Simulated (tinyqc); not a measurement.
## Small-signal admittance of a forward-biased p+-n diode: admittance against frequency

Holes injected into a neutral base of width wb with an ohmic contact at its end; low injection, p0 far above the equilibrium density. A small voltage v exp(i w t), w = 2 pi f, modulates the edge density by p0 v/Vt, and the small-signal density obeys Dp d2p/dx2 = (1/tau + i w) p.

L = sqrt(Dp tau); direct current J = (q Dp p0/L) coth(wb/L); k = sqrt(1 + i w tau)/L; diffusion admittance Y = (q Dp p0/Vt) k coth(k wb) = G + i w C_diff; junction capacitance C_j = sqrt(q eps0 eps_r Nd/(2 Vr)) in the depletion approximation, with the remaining barrier Vr = Vt ln(Na/p0), a rough value under forward bias; base-width modulation is left out. Measured admittance 1/[Rs + 1/(Y + i w C_j)].

Parameters, values chosen for the exercise; permittivity close to that of gallium arsenide:

| symbol | value | unit | meaning |
|---|---|---|---|
| T | 350 | K | temperature |
| eps_r | 12.9 |  | relative permittivity |
| Nd | 3.2e15 | cm^-3 | donor density of the base |
| Dp | 5.7 | cm^2/s | hole diffusion coefficient |
| tau | 2e-9 | s | hole lifetime |
| wb | 0.31 | um | width of the neutral base |
| p0 | 9e13 | cm^-3 | excess hole density at the junction edge |
| Na | 3e19 | cm^-3 | acceptor density of the p+ side |
| Rs | 0.0035 | ohm cm^2 | series resistance |

Constants: q = 1.602176634e-19 C, kB = 1.380649e-23 J/K, Vt = kB T/q, eps0 = 8.8541878128e-14 F/cm where lengths are in cm. Results are converted to the units shown.

The same in every row: C_j (uF/cm^2) = 0.027630.

Admittance against frequency:

| f (Hz) | w tau | G (S/cm^2) | C_diff (uF/cm^2) | measured G (S/cm^2) | measured C (uF/cm^2) | phase of the measured Y (degrees) |
|---|---|---|---|---|---|---|
| 6e6 | 0.075398 | 90.364 | 0.0048854 | 68.654 | 0.018767 | 0.59042 |
| 3e7 | 0.37699 | 90.366 | 0.0048854 | 68.710 | 0.018762 | 2.9464 |
| 1e8 | 1.2566 | 90.385 | 0.0048851 | 69.302 | 0.018709 | 9.6272 |
| 5e8 | 6.2832 | 90.897 | 0.0048769 | 83.805 | 0.017427 | 33.157 |
| 2e9 | 25.133 | 98.581 | 0.0047551 | 185.58 | 0.0084381 | 29.743 |
| 8e9 | 100.53 | 173.87 | 0.0036080 | 271.70 | 9.5268e-4 | 9.9958 |
| 3e10 | 376.99 | 351.09 | 0.0018552 | 284.05 | 7.6913e-5 | 2.9218 |
| 1e11 | 1256.6 | 640.03 | 0.0010178 | 285.48 | 7.1990e-6 | 0.90774 |
| 6e11 | 7539.8 | 1567.2 | 4.1566e-4 | 285.70 | 2.0474e-7 | 0.15479 |

G starts at J/Vt = 90.4 S/cm^2 and C_diff at (J tau/(2 Vt))(1 - 2 x/sinh 2x) = 0.00489 uF/cm^2, x = wb/L = 0.290. Between the last two rows G goes as f^(0.50) and C_diff as f^(-0.50); the limits are 1/2 and -1/2, reached when the signal penetrates only sqrt(Dp/w). The measured C is 42 % below C_diff + C_j in the first row and 100 % below it in the last, the difference being due to Rs.

Computed by the program tinyqc: `OMP_NUM_THREADS=1 python tinyqc.py 2890190 2890191 out.jsonl`, one thread of a shared Intel Xeon 2.30GHz, about 0.01 s for the whole run.
